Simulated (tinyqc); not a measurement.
# Random telegraph noise from one oxide trap in a small MOSFET: two studies

An acceptor-like trap exchanges electrons with the channel. Inversion charge Q = Cox u, u = n Vt W0(exp((Vg - VT)/(n Vt))), W0 the Lambert function, n = nf, Cox = eps0 eox/tox; linear regime Id = (W/L) mu Q Vd. Relative to threshold the surface potential rises by Vt ln(u/u0) and the oxide voltage by the rest of Vg - VT, with u0 = n Vt W0(1).

Parameters, values chosen for the exercise; values of the order met in silicon transistors:
- T = 300 K (temperature)
- eox = 21.8 (relative permittivity of the gate insulator (close to hafnium oxide))
- tox = 4.8 nm (insulator thickness)
- xt = 1.5 nm (depth of the trap from the channel interface)
- E0 = 0.16 eV (trap level above the channel Fermi level at threshold)
- s0 = 2e-15 cm^2 (capture prefactor)
- EB = 0.37 eV (capture barrier (lattice relaxation))
- lt = 0.12 nm (tunnelling decay length)
- vth = 1.6e7 cm/s (thermal velocity)
- zi = 2.5 nm (thickness of the inversion layer)
- VT = 0.52 V (threshold voltage)
- nf = 1.19 (body factor)
- W = 200 nm (gate width)
- L = 24 nm (gate length)
- mu = 190 cm^2/(V s) (mobility)
- asc = 1.5e-16 V s (scattering coefficient of the charged trap)
- Vd = 0.05 V (drain voltage)
- Vg = 0.83 V (gate voltage)

Constants: q = 1.602176634e-19 C, kB = 1.380649e-23 J/K, Vt = kB T/q, eps0 = 8.8541878128e-14 F/cm where lengths are in cm. Results are converted to the units shown.

Each table varies one quantity; the others keep the values above.

## Time constants and noise against gate voltage

N = Cox u/q; dpsi = Vt ln(u/u0); E = E0 - dpsi - (xt/tox)(Vg - VT - dpsi); capture time tc = 1/[(N/zi) vth s0 exp(-xt/lt - EB/Vt)]; emission time te = tc exp(-E/Vt); occupancy te/(tc + te). A = W L; threshold step dV = q (1 - xt/tox)/(Cox A); gm/Id = 1/(u + n Vt); relative step dI/I = (gm/Id) dV + asc mu/A. fc = (1/tc + 1/te)/(2 pi); rms = (dI/I) sqrt(tc te)/(tc + te).

Result of one run:

| Vg (V) | E (eV) | tc (s) | te (s) | occupancy | dI/I (%) | fc (Hz) | rms dI/I (%) |
|---|---|---|---|---|---|---|---|
| 1.11 | -0.08415 | 0.2724 | 7.060 | 0.9629 | 0.1661 | 0.6069 | 0.03141 |

What becomes of these results when the gate voltage Vg is changed from 1.11 to 0.93 V, all else the same?

Result of the changed run:

| Vg (V) | E (eV) | tc (s) | te (s) | occupancy | dI/I (%) | fc (Hz) | rms dI/I (%) |
|---|---|---|---|---|---|---|---|
| 0.93 | -0.02072 | 0.4080 | 0.9093 | 0.6903 | 0.2148 | 0.5651 | 0.09932 |

The whole series:

| Vg (V) | E (eV) | tc (s) | te (s) | occupancy | dI/I (%) | fc (Hz) | rms dI/I (%) |
|---|---|---|---|---|---|---|---|
| 0.63 | 0.09846 | 1.707 | 0.03784 | 0.02170 | 0.5726 | 4.299 | 0.08342 |
| 0.69 | 0.07167 | 1.085 | 0.06785 | 0.05885 | 0.4222 | 2.493 | 0.09937 |
| 0.75 | 0.04702 | 0.7786 | 0.1263 | 0.1396 | 0.3350 | 1.464 | 0.1161 |
| 0.81 | 0.02367 | 0.6011 | 0.2406 | 0.2859 | 0.2796 | 0.9262 | 0.1263 |
| 0.87 | 0.001176 | 0.4870 | 0.4653 | 0.4886 | 0.2419 | 0.6688 | 0.1209 |
| 0.93 | -0.02072 | 0.4080 | 0.9093 | 0.6903 | 0.2148 | 0.5651 | 0.09932 |
| 0.99 | -0.04217 | 0.3504 | 1.791 | 0.8364 | 0.1944 | 0.5431 | 0.07193 |
| 1.05 | -0.06329 | 0.3066 | 3.548 | 0.9204 | 0.1787 | 0.5639 | 0.04835 |
| 1.11 | -0.08415 | 0.2724 | 7.060 | 0.9629 | 0.1661 | 0.6069 | 0.03141 |

tc falls from 1.71 to 0.272 s as the channel fills and te rises from 0.0378 to 7.06 s; they are equal at Vg = 0.873 V, where E = 0. The rms noise goes from 0.0834 through a maximum of 0.126 (at Vg = 0.81 V among the rows listed) to 0.0314 %. The slope -Vt d ln(tc/te)/dVg is 0.447 between the first two rows and 0.348 between the last two; it tends to xt/tox = 0.312 only when the surface potential stops moving.

## Effect of the gate length

Same model as above.

The same in every row: E (eV) = 0.016092; tc (s) = 0.55788; te (s) = 0.29937; occupancy = 0.34922; fc (Hz) = 0.81691.

Results:

| L (nm) | dI/I (%) | rms dI/I (%) |
|---|---|---|
| 15 | 0.42486 | 0.20254 |
| 25 | 0.25492 | 0.12152 |
| 67 | 0.095118 | 0.045345 |
| 110 | 0.057935 | 0.027619 |
| 180 | 0.035405 | 0.016878 |
| 300 | 0.021243 | 0.010127 |
| 500 | 0.012746 | 0.0060762 |

Estimate the missing row, L = 41 nm.

Computed row:

| L (nm) | dI/I (%) | rms dI/I (%) |
|---|---|---|
| 41 | 0.15544 | 0.074100 |

With this row back in the table: As L goes from 15 to 500, tc stays at 0.558 s, te stays at 0.299 s and dI/I falls from 0.425 to 0.0127 %. The step goes as 1/(W L), while the times do not depend on the size.

Range of the model: VT is taken as given; short-channel effects and the uneven flow of current among few electrons are left out.

Computed by the program tinyqc: `OMP_NUM_THREADS=1 python tinyqc.py 2710070 2710071 out.jsonl`, one thread of a shared Intel Xeon 2.30GHz, about 0.01 s for the whole run.
